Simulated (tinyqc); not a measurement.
Stretching all distances: RHF, UHF, MP2, CISD and CCSD against full CI in the sto-3g basis, for H4, spin multiplicity 1. Computed by the program tinyqc with PySCF. 

Geometry (angstrom):

| atom | x | y | z |
|---|---|---|---|
| H | 0.0000 | 0.0000 | 0.0000 |
| H | 0.0000 | 0.0000 | 0.7840 |
| H | 0.0000 | 0.0000 | 1.6630 |
| H | 0.0000 | 0.0000 | 2.4470 |

All coordinates are multiplied by the scale. c0^2 is the weight of the RHF determinant in the lowest singlet FCI state (UHF is spin-contaminated and may lie near states of higher spin) and n(LUMO) the first natural occupation beyond the occupied space.

Full CI energy (hartree) and errors against it (kcal/mol):

| scale | distance 1-2 (angstrom) | E(FCI) | RHF | UHF | MP2 | CISD | CCSD | <S^2> UHF | c0^2 | n(LUMO) |
|---|---|---|---|---|---|---|---|---|---|---|
| 0.9400 | 0.7370 | -2.174564 | 25.2501 | 25.2501 | 8.2059 | 0.1993 | 0.0078 | 0.0000 | 0.9755 | 0.0385 |
| 1.1200 | 0.8781 | -2.200662 | 33.3773 | 33.3773 | 12.1264 | 0.4807 | 0.0224 | 0.0000 | 0.9596 | 0.0609 |
| 1.3000 | 1.0192 | -2.171635 | 43.9059 | 43.9059 | 17.4591 | 1.0819 | 0.0544 | 0.0000 | 0.9359 | 0.0927 |
| 1.4800 | 1.1603 | -2.120820 | 57.5716 | 54.2722 | 24.6389 | 2.2868 | 0.1043 | 0.3739 | 0.9012 | 0.1373 |
| 1.6600 | 1.3014 | -2.064986 | 74.9501 | 54.4886 | 33.9854 | 4.5124 | 0.1488 | 0.8428 | 0.8526 | 0.1973 |
| 1.8400 | 1.4426 | -2.013236 | 96.2308 | 47.7154 | 45.4840 | 8.2268 | 0.1155 | 1.2058 | 0.7897 | 0.2726 |
| 2.0200 | 1.5837 | -1.970059 | 121.0596 | 37.7695 | 58.6176 | 13.7479 | -0.1385 | 1.4788 | 0.7159 | 0.3594 |
| 2.2000 | 1.7248 | -1.936789 | 148.5104 | 27.6865 | 72.3393 | 20.9873 | -0.8198 | 1.6693 | 0.6379 | 0.4513 |

UHF parts from RHF first at scale 1.48 of those listed, where <S^2> leaves zero. The weight c0^2 goes from 0.98 to 0.64 and n(LUMO) from 0.04 to 0.45: static correlation grows as the bonds break into open-shell fragments. The spread of the error along the curve, which distorts its shape, is CCSD 1.0, CISD 20.8, UHF 29.2, MP2 64.1, RHF 123.3 kcal/mol. Below FCI somewhere: CCSD, as non-variational methods may be.
